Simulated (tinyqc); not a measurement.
# Worked calculation: Schottky barrier on an n-type semiconductor, non-linear Poisson equation by Newton steps

Numbers from tinyqc (`OMP_NUM_THREADS=1 python tinyqc.py 2020076 2020077 out.jsonl`; about 0.03 s on one thread of a shared Intel Xeon 2.30GHz). Printed values are rounded; ~0 in a residual or rate marks an entry under 1e-11 of the largest of its column.

One dimension, metal at x = 0, donor density C(x) = Nd, uniform. Energies are counted from the electron Fermi level of the semiconductor and the conduction-band edge is Ec = -psi, so n = Nc exp(psi/Vt); holes follow the Fermi level of the metal, at -V, so p = Nv exp((V - psi - Eg)/Vt). Ends: psi(0) = V - phiB and psi = Vt ln(Nd/Nc) deep inside. Boltzmann statistics, full ionisation, no current, no image force in the Poisson equation.

Inputs (values chosen for the exercise); band and dielectric values close to those of gallium nitride:
```
symbol,value,unit,meaning
T,450,K,temperature
Eg,3.43,eV,band gap
eps_r,9.35,,relative permittivity
Nc,4.24e18,cm^-3,conduction-band density of states at T
Nv,8.41e19,cm^-3,valence-band density of states at T
Nd,4.6e17,cm^-3,donor density deep in the semiconductor
phiB,1.51,eV,barrier height
V,-1.9,V,bias of the metal against the semiconductor
```

Constants: q = 1.602176634e-19 C, kB = 1.380649e-23 J/K, Vt = kB T/q, eps0 = 8.8541878128e-14 F/cm where lengths are in cm. Results are converted to the units shown.

## End potentials, built-in voltage, Debye length

psi_0 = V - phiB, psi_b = Vt ln(Nd/Nc), Vbi = phiB - Vt ln(Nc/Nd), LD = sqrt(eps0 eps_r Vt/(q Nd)), W = sqrt(2 eps0 eps_r (Vbi - V)/(q Nd)), hole density at the metal p_0 = Nv exp((phiB - Eg)/Vt).

psi_0 = -3.41 V
psi_b = -0.0861295 V
Vbi = 1.42387 V
LD = 6.59992 nm
W for uniform Nd = 86.4138 nm
p_0 = 0.0264084 cm^-3

The hole density at the metal is 5.7e-20 times Nd, so holes hardly matter.

## Doping on the mesh

x, node 0 to 13 (nm): 0  3.5  7.74  12.9  19.1  26.7  35.8  46.9  60.3  76.6  96.4  120  149  184

C = Nd, uniform, taken at the nodes.

donor density C, node 0 to 13 (cm^-3): 4.6e17  4.6e17  4.6e17  4.6e17  4.6e17  4.6e17  4.6e17  4.6e17  4.6e17  4.6e17  4.6e17  4.6e17  4.6e17  4.6e17

## Couplings between neighbouring nodes

a_i = eps0 eps_r/h_i for the interval from node i to i + 1, with h_i = x_(i+1) - x_i in cm.

coupling a_i, interval 0 to 12 (F/cm^2): 2.36533e-6  1.95252e-6  1.60439e-6  1.33527e-6  1.08930e-6  9.09743e-7  7.45826e-7  6.17811e-7  5.07894e-7  4.18114e-7  3.50791e-7  2.85471e-7  2.36533e-7

## Starting potential

The parabola psi_b - (psi_b - psi_0)(1 - x/W)^2 for x < W and psi_b beyond, with psi_0 = V - phiB, psi_b = Vt ln(Nd/Nc), W = sqrt(2 eps0 eps_r (psi_b - psi_0)/(q Nd)).

psi at the start, node 0 to 13 (V): -3.41000  -3.14620  -2.84123  -2.49169  -2.10304  -1.67331  -1.22642  -0.78111  -0.38967  -0.12900  -0.08613  -0.08613  -0.08613  -0.08613

## Iteration 1: densities, residual and Jacobian diagonal

n_i = Nc exp(psi_i/Vt), p_i = Nv exp((V - psi_i - Eg)/Vt), rho_i = p_i - n_i + C_i, g_i = (n_i + p_i)/Vt. Box widths w_i = (h_(i-1) + h_i)/2 in cm. Residual F_i = a_i (psi_(i+1) - psi_i) - a_(i-1) (psi_i - psi_(i-1)) + q rho_i w_i; Jacobian: a_(i-1) and a_i beside the diagonal, b_i = -a_(i-1) - a_i - q g_i w_i on it. The two end nodes are fixed.

```
node    n (cm^-3)    p (cm^-3)
0     2.73556e-20    0.0264084
1     2.46303e-17   2.93305e-5
2     6.41122e-14   1.12680e-8
3     5.26874e-10  1.37114e-12
4      1.18681e-5  6.08706e-17
5        0.771042  9.36938e-22
6         77993.5  9.26255e-27
7       7.57299e9  9.53941e-32
8      1.83334e14  3.94045e-36
9      1.52278e17  4.74409e-39
10         4.6e17  1.57048e-39
11         4.6e17  1.57048e-39
12         4.6e17  1.57048e-39
13         4.6e17  1.57048e-39
```

```
node  residual F (C/cm^2)  diagonal b (F/cm^2)
1                      ~0          -4.31785e-6
2                      ~0          -3.55691e-6
3                      ~0          -2.93966e-6
4                      ~0          -2.42457e-6
5                      ~0          -1.99904e-6
6                      ~0          -1.65557e-6
7            -1.48633e-15          -1.36364e-6
8            -4.36194e-11          -1.12683e-6
9             -2.54778e-8          -2.06164e-6
10            -1.79245e-8          -4.89313e-6
11                     ~0          -5.63475e-6
12                     ~0          -6.60381e-6
```

## Iteration 1: Newton step

Solve the tridiagonal system a_(i-1) d_(i-1) + b_i d_i + a_i d_(i+1) = -F_i for nodes 1 to 12, with d = 0 on fixed nodes. The full step is added.

Newton step d, node 1 to 12 (V): -0.0007624  -0.0016861  -0.0028101  -0.0041608  -0.0058164  -0.0077987  -0.0102167  -0.0131358  -0.0166298  -0.0051070  -0.0003186  -0.0000138
psi after iteration 1, node 0 to 13 (V): -3.41000  -3.14696  -2.84292  -2.49450  -2.10720  -1.67913  -1.23422  -0.79133  -0.40281  -0.14563  -0.09124  -0.08645  -0.08614  -0.08613

## Iteration 2: densities, residual and Jacobian diagonal

As before.

```
node    n (cm^-3)    p (cm^-3)
0     2.73556e-20    0.0264084
1     2.41507e-17   2.99129e-5
2     6.13843e-14   1.17688e-8
3     4.90043e-10  1.47420e-12
4      1.06606e-5  6.77651e-17
5        0.663648  1.08856e-21
6         63784.7  1.13259e-26
7       5.81896e9  1.24149e-31
8      1.30656e14  5.52918e-36
9      9.91723e16  7.28448e-39
10     4.03238e17  1.79154e-39
11     4.56236e17  1.58343e-39
12     4.59837e17  1.57103e-39
13         4.6e17  1.57048e-39
```

```
node  residual F (C/cm^2)  diagonal b (F/cm^2)
1                      ~0          -4.31785e-6
2                      ~0          -3.55691e-6
3                      ~0          -2.93966e-6
4                      ~0          -2.42457e-6
5                      ~0          -1.99904e-6
6                      ~0          -1.65557e-6
7            -4.73395e-17          -1.36364e-6
8            -2.24242e-12          -1.12651e-6
9             -3.52770e-9          -1.66560e-6
10            -1.32803e-9          -4.38422e-6
11           -6.52568e-12          -5.59385e-6
12           -1.48762e-14          -6.60165e-6
```

## Iteration 2: Newton step

As before.

Newton step d, node 1 to 12 (in units of 1e-3 V): -0.13630  -0.30141  -0.50234  -0.74378  -1.03974  -1.39410  -1.82635  -2.34817  -2.98221  -0.59038  -0.03827  -0.00166
psi after iteration 2, node 0 to 13 (V): -3.41000  -3.14710  -2.84322  -2.49500  -2.10794  -1.68017  -1.23561  -0.79316  -0.40515  -0.14861  -0.09183  -0.08649  -0.08614  -0.08613

## Course of the Newton iteration

Stop when the largest undamped |d| is below 1e-9 V, or after 80 iterations.

Course of the iteration:
```
iteration  largest |F| (C/cm^2)  largest |d| (V)  at node
1                       2.55e-8           0.0166        9
2                       3.53e-9          2.98e-3        9
3                      8.27e-11          7.20e-5        9
4                      4.57e-14          3.96e-8        9
5                      1.38e-20         1.19e-14        9
```

Converged in 5 iterations. Once the step is below 0.1 Vt, 3 more iteration(s) reach the threshold: near the solution the error is roughly squared each time.

## Converged densities, field and barrier lowering

converged psi, node 0 to 13 (V): -3.41000  -3.14710  -2.84323  -2.49501  -2.10796  -1.68019  -1.23565  -0.79320  -0.40521  -0.14868  -0.09184  -0.08649  -0.08614  -0.08613

n and p as above; E_i = -(psi_(i+1) - psi_i)/h_i; at the metal |E_0| = |E on interval 0| + q rho_0 (h_0/2)/(eps0 eps_r), rho_0 = p_0 - n_0 + C_0; image-force lowering dphi = sqrt(q |E_0|/(4 pi eps0 eps_r)).

```
node    n (cm^-3)    p (cm^-3)
0     2.73556e-20    0.0264084
1     2.40639e-17   3.00208e-5
2     6.08976e-14   1.18628e-8
3     4.83584e-10  1.49388e-12
4      1.04533e-5  6.91094e-17
5        0.645672  1.11886e-21
6         61478.9  1.17507e-26
7       5.54494e9  1.30284e-31
8      1.22799e14  5.88294e-36
9      9.16610e16  7.88142e-39
10     3.97035e17  1.81953e-39
11     4.55777e17  1.58503e-39
12     4.59817e17  1.57110e-39
13         4.6e17  1.57048e-39
```

field E, interval 0 to 12 (kV/cm): -751.135  -716.683  -674.841  -624.276  -562.849  -488.514  -398.599  -289.545  -157.379  -28.710  -2.267  -0.118  -0.004
|E_0| at the metal = 766.714 kV/cm
image-force lowering = 108.664 mV

A mesh of about 1000 nodes or more gives |E_0| = 764.8 kV/cm; the 14-node value is 0.25 % above it.

## Check against the first integral

First integral for uniform doping: E_0^2 = (2 q/(eps0 eps_r)) [Nd (U - Vt + Vt exp(-U/Vt)) + Vt p_0], U = Vbi - V, Vbi = phiB - Vt ln(Nc/Nd), p_0 = Nv exp((phiB - Eg)/Vt) (deep holes neglected). Image-force lowering dphi = sqrt(q E_0/(4 pi eps0 eps_r)), at x_m = sqrt(q/(16 pi eps0 eps_r E_0)). Depletion approximation: E = sqrt(2 q Nd U/(eps0 eps_r)).

E_0 = 764.791 kV/cm
dphi = 108.528 mV
x_m = 0.709527 nm
field in the depletion approximation = 769.292 kV/cm

The depletion approximation is 0.59 % above the exact field. The lowering is 2.8 Vt, a factor of 16.4 in a thermionic current.
